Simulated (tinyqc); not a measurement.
Plane-wave Kohn-Sham cycle with exchange-only LDA in a layered model solid, step by step. One step of it, computed by the program tinyqc.

Question. Iteration 1: levels at that k. Diagonalise the Hermitian matrix.

H (hartree):
```
           -2         -1         +0         +1         +2
-2   2.420959  -0.205000   0.000000   0.000000   0.000000
-1  -0.205000   0.390176  -0.205000   0.000000   0.000000
+0   0.000000  -0.205000  -0.286751  -0.205000   0.000000
+1   0.000000   0.000000  -0.205000   0.390176  -0.205000
+2   0.000000   0.000000   0.000000  -0.205000   2.420959
```

Give: eigenvalues.

Answer.

eigenvalues (hartree): -0.3958  0.3697  0.4784  2.4414  2.4418
